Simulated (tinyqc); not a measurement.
The network against temperature: hopping conduction between localised states. Computed by tinyqc, a small Python program. Command: `OMP_NUM_THREADS=1 python tinyqc.py 3005020 3005021 out.jsonl hop walk`. One thread of a shared host (Intel(R) Xeon(R) Processor @ 2.30GHz), about 0.01 s of CPU time with the checks.

Energies are counted from the Fermi level. A small network shows the mechanism; the laws of an infinite system follow.

Inputs (values chosen for the exercise, for a model defective oxide): localisation length xi = 3.5 nm; temperature T = 180 K.

Dimension: 2D.

sites of the small network (nm, nm, meV):
```
       x     y  energy
1      0   6.3    3.06
2   2.45  4.72    11.3
3   7.38  1.49  108.63
4    9.7  6.62    7.63
5  14.72  7.23   -12.8
6  18.82  7.28  -59.87
7  21.82  5.52   33.04
8     25  4.93   -3.17
```

Constants: k_B = 8.617333262e-05 eV/K.

Method:
- Miller-Abrahams exponent s_ij = 2 r_ij/xi + (|E_i| + |E_j| + |E_i - E_j|)/(2 k_B T); G_ij = G_0 exp(-s_ij).
- Site 1 is held at potential 1 and site 8 at 0; Kirchhoff's law sum_j G_ij (u_i - u_j) = 0 fixes the others; G = sum_j G_1j (1 - u_j).
- Critical exponent s_c: the smallest value such that bonds with s_ij <= s_c connect site 1 with site 8.
- The last column is the length of the critical bond.

Network:
```
T (K)  -ln(G/G_0)     s_c  critical hop (nm)
54         8.9190  8.7702             10.534
81         7.9087  7.8533             10.534
130        6.9488  7.1621             10.534
180        6.3171  6.8447             10.534
270        5.6472  5.9808              3.478
450        5.0740  4.5742              7.495
```

What follows from these numbers?

-ln(G/G_0) follows s_c within 0.6. The critical hop is 10.5 nm long at the lowest T and 7.49 nm at the highest: on cooling the carrier goes farther to find a site of nearer energy, which is variable-range hopping, though in so small a sample not at every step.

Extremes, crossings and ranges named in words are read from the listed rows.
